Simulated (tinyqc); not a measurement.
Worked calculation: Slater-Koster d bands of a bcc metal. Values are carried at full precision from step to step, so a last printed digit may differ when a step is redone from the rounded ones.

Slater-Koster d bands. For a bond with direction cosines (l, m, n) the 5 x 5 block is dds Ps + ddp Pp + ddd (1 - Ps - Pp), the projectors on sigma, pi and delta states about the bond; for instance <xy|xy> = 3 l^2 m^2 dds + (l^2 + m^2 - 4 l^2 m^2) ddp + (n^2 + l^2 m^2) ddd, <xy|yz> = 3 l m^2 n dds + l n (1 - 4 m^2) ddp + l n (m^2 - 1) ddd and <3z2-r2|3z2-r2> = (n^2 - (l^2 + m^2)/2)^2 dds + 3 n^2 (l^2 + m^2) ddp + (3/4)(l^2 + m^2)^2 ddd. H(k) sums the blocks times cos(k.R) over the neighbours; the d level is the zero of energy; k in 2 pi/a.

Inputs chosen for the exercise (of the size met in W; the results hold for these values, not for the real material):
- dds = -1.561 eV (dd sigma)
- ddp = 0.874 eV (dd pi)
- ddd = -0.265 eV (dd delta)
- f2 = 0.487 (factor on all three integrals for second neighbours)
- Es = 5 eV (s level)
- sss = -1.16 eV (ss sigma)
- sds = -0.4 eV (sd sigma)
- k = (0.55, 0.44, 0) 2 pi/a (wave vector)
- Nd = 5 (d electrons per atom)

## The block of one bond

Direction (1,1,1)/sqrt3; its eigenvalues must be dds once, ddp twice and ddd twice.

block (eV), rows xy, yz, zx, x2-y2, 3z2-r2 and columns alike:
$$\begin{pmatrix}
-0.4439 & -0.5586 & -0.5586 & 0 & -0.4384 \\
-0.5586 & -0.4439 & -0.5586 & -0.3797 & 0.2192 \\
-0.5586 & -0.5586 & -0.4439 & 0.3797 & 0.2192 \\
0 & -0.3797 & 0.3797 & 0.4943 & 0 \\
-0.4384 & 0.2192 & 0.2192 & 0 & 0.4943
\end{pmatrix}$$

## Levels at Gamma

Neighbours: eight at (a/2)(1,1,1) and equivalents, and six at a(1,0,0) and equivalents with the integrals times f2.

Summing the blocks at k = 0 gives E(t2g) = (8/3) dds + (16/9) ddp + (32/9) ddd + f2 (4 ddp + 2 ddd), E(eg) = (16/3) ddp + (8/3) ddd + f2 (3 dds + 3 ddd).

levels (eV): t2g (threefold) -2.1067, eg (twofold) 1.2869

The t2g level lies lower, by 3.3935 eV.

## The Hamiltonian at one k

An s orbital at Es couples to nearest neighbours alone: <s|s> = sss, <s|xy> = sqrt3 l m sds (cyclic), <s|x2-y2> = (sqrt3/2)(l^2 - m^2) sds, <s|3z2-r2> = (n^2 - (l^2 + m^2)/2) sds.

Sum over the neighbours.

H(k) (eV), rows s, xy, yz, zx, x2-y2, 3z2-r2 and columns alike:
$$\begin{pmatrix}
5.2720 & 1.7925 & 0 & 0 & 0 & 0 \\
1.7925 & -1.7551 & 0 & 0 & 0 & 3.4027 \\
0 & 0 & 0.4094 & 4.3353 & 0 & 0 \\
0 & 0 & 4.3353 & 0.3857 & 0 & 0 \\
0 & 0 & 0 & 0 & 1.8921 & -0.0116 \\
0 & 3.4027 & 0 & 0 & -0.0116 & -0.5573
\end{pmatrix}$$

## Levels and character

Diagonalise H; t2g is xy, yz, zx and eg the other two.

levels (eV): [-4.8019, -3.9377, 1.8902, 1.9345, 4.7328, 5.8288]

weights, rows s, t2g, eg; columns band 1, band 2, band 3, band 4, band 5, band 6:
$$\begin{pmatrix}
0.019 & 0.000 & 0.004 & 0.087 & 0.000 & 0.890 \\
0.597 & 1.000 & 0.014 & 0.303 & 1.000 & 0.086 \\
0.384 & 0.000 & 0.982 & 0.609 & 0.000 & 0.024
\end{pmatrix}$$

## Levels at points of symmetry

Coordinates: G (0, 0, 0), H (1, 0, 0), N (0.5, 0.5, 0), P (0.5, 0.5, 0.5); the others lie half way.

Levels (eV):
```
k        band 1  band 2  band 3  band 4  band 5  band 6
G        -4.280  -2.107  -2.107  -2.107   1.287   1.287
G-H 0.5  -2.152  -0.258  -0.258   0.373   1.961   5.000
H        -6.622  -6.622   4.996   4.996   4.996  14.280
N        -4.975  -4.210   2.024   2.152   4.727   5.618
P        -1.444  -1.444  -1.444   2.668   2.668   5.000
P-G 0.5  -3.324  -3.324   0.676   1.887   1.887   2.947
G-N 0.5  -3.159  -3.134   0.380   1.310   1.537   1.719
```

On these points the bands run from -6.622 (H) to 14.280 eV (H).

## Second moment and the rectangular band

mu2 = z (dds^2 + 2 ddp^2 + 2 ddd^2)/5 per orbital, with z = 8 + 6 f2^2. A rectangular band with the same mu2 has width W = sqrt(12 mu2), Fermi level W (Nd/10 - 1/2) and bond energy -W Nd (10 - Nd)/20 (Friedel).

mu2 = 7.7361 eV^2
W = 9.6350 eV
Fermi level = 0.0000 eV
bond energy per atom = -12.0438 eV

The bond energy is the attractive part alone; the repulsion between atoms, left out, cancels a large share of it in the cohesive energy.

## Checks

- Levels at Gamma from the formulas against H(0): they agree to 1e-10 or better.
- Second moment from the formula against the mean square level on the mesh: both 7.73615.

Computed by tinyqc, a small Python program: `OMP_NUM_THREADS=1 python tinyqc.py 1482254 1482255 out.jsonl` (the numbers bound the seed that draws the inputs); one thread of a shared host (Intel(R) Xeon(R) Processor @ 2.30GHz), about 0.05 s for the whole set of steps.
